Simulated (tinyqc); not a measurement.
Pressure series at fixed power: global model of a low-pressure process discharge: electron temperature, density, ion flux and ion energy. Computed by tinyqc, a small Python program. Command: `OMP_NUM_THREADS=1 python tinyqc.py 3110419 3110420 out.jsonl plasma walk`. One thread of a shared host (Intel(R) Xeon(R) Processor @ 2.30GHz), about 0.01 s of CPU time with the checks.

Maxwellian electrons with temperature T_e in eV, one positive ion, no negative ions, uniform bulk density n; rate constants have the Arrhenius form.

Inputs (values chosen for the exercise, of the order of those of an inductive discharge in a simple atomic gas): ion mass M = 40 u; ionisation prefactor K0 = 5e-14 m^3/s; ionisation energy E_iz = 12.9 eV; excitation prefactor X0 = 2.2e-14 m^3/s; excitation energy E_ex = 8.74 eV; elastic rate constant K_el = 1.1e-13 m^3/s; ion-neutral cross section = 8.3e-19 m^2; gas temperature T_g = 400 K; radius R = 20 cm; height L = 17 cm; absorbed power P = 2300 W.

Constants: k_B = 1.380649e-23 J/K; e = 1.602176634e-19 C; u = 1.6605390666e-27 kg; m_0 = 9.1093837015e-31 kg.

Method:
- n_g = p/(k_B T_g), lambda_i = 1/(n_g sigma), K_iz = K0 exp(-E_iz/T_e), h_L = 0.86/sqrt(3 + L/(2 lambda_i)), h_R = 0.8/sqrt(4 + R/lambda_i), A_eff = 2 pi R^2 h_L + 2 pi R L h_R and d_eff = pi R^2 L/A_eff follow p.
- Particle balance: K0 exp(-E_iz/T_e) n_g d_eff = u_B, u_B = sqrt(e T_e/M).
- E_c = E_iz + (X0 exp(-E_ex/T_e) E_ex + K_el (3 m_0/M) T_e)/K_iz; E_T = E_c + (5/2) T_e + (T_e/2) ln(M/(2 pi m_0)); n = P/(e u_B A_eff E_T); J = e h_L n u_B. Pressures without a root below 2 E_iz are left out.

Against pressure:
```
p (Pa)  T_e (eV)  E_c (eV)  E_T (eV)  n (1/cm^3)  J (mA/cm^2)
0.1       3.5140     25.48     50.70  5.7516e+11       11.156
0.2       2.7869     30.03     50.04  7.5925e+11       11.509
0.5       2.1664     39.21     54.77  1.0450e+12       10.743
1.0       1.8430     49.83     63.06  1.2898e+12        9.435
2.0       1.5991     65.21     76.69  1.5423e+12        7.811
5.0       1.3586     96.71    106.46  1.8533e+12        5.653
10.0      1.2194    133.80    142.56  2.0462e+12        4.229
20.0      1.1061    189.85    197.79  2.1791e+12        3.050
```

What does the comparison show, and why?

T_e falls from 3.51 to 1.11 eV, n changes by a factor 3.8 and J by 0.27; in J = P h_L/(A_eff E_T), E_T changes by a factor 3.90 and is least at 0.2 Pa, between wall losses at high T_e and excitation losses at low T_e.

Extremes, crossings and ranges named in words are read from the listed rows.
